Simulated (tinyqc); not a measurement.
Inside a calculation. Method: coupled-perturbed Hartree-Fock on RHF in the sto-3g basis, for H4, spin multiplicity 1. One step of it, computed by the program tinyqc.

Problem. Coupled step 2. U_ai = -(mu_ai + sum_bj [4 (ai|bj) - (ab|ij) - (aj|bi)] U_bj) / (e_a - e_i); alpha = -4 sum U_ai mu_ai.

U after step 1, order a3, a4:
```
[[0.002538, -1.688793],
 [-0.626494, 0.000617]]
```

dipole integrals <a|z|i> (bohr), order a3, a4:
```
[[-0.001927, 1.350549],
 [0.685573, -0.000343]]
```

orbital energies (hartree): [-0.550308, -0.482583, 0.427381, 0.642195]

Two-electron integrals over orbitals (pq|rs), unique and non-zero (hartree):
```
(11|11) 0.424296    (21|11) -0.001154   (21|21) 0.215832    (22|11) 0.423003
(22|21) 0.001048    (22|22) 0.429606    (31|11) -0.030708   (31|21) -0.000206
(31|22) -0.004912   (31|31) 0.102929    (32|11) -0.000418   (32|21) 0.049710
(32|22) 0.000204    (32|31) 0.000367    (32|32) 0.094941    (33|11) 0.417688
(33|21) 0.000700    (33|22) 0.419453    (33|31) -0.009977   (33|32) 0.000123
(33|33) 0.434436    (41|11) 0.000209    (41|21) -0.010114   (41|22) 1.22e-06
(41|31) -0.000490   (41|32) 0.083947    (41|33) 0.000028    (41|41) 0.089741
(42|11) -0.039771   (42|21) -0.000168   (42|22) -0.016413   (42|31) 0.102642
(42|32) 0.000517    (42|33) -0.013942   (42|41) -0.000359   (42|42) 0.106491
(43|11) -0.001084   (43|21) 0.209451    (43|22) 0.001068    (43|31) -0.000183
(43|32) 0.051375    (43|33) 0.000770    (43|41) -0.007915   (43|42) -0.000158
(43|43) 0.222506    (44|11) 0.437415    (44|21) -0.000780   (44|22) 0.435977
(44|31) -0.034477   (44|32) -0.000363   (44|33) 0.447096    (44|41) 0.000197
(44|42) -0.043141   (44|43) -0.000789   (44|44) 0.472286
```

Give: U after step 2; polarisability.

Solution.

U after step 2, order a3, a4:
```
[[0.0026, -1.7177],
 [-0.6297, 0.0007]]
```

polarisability = 11.0063 bohr^3
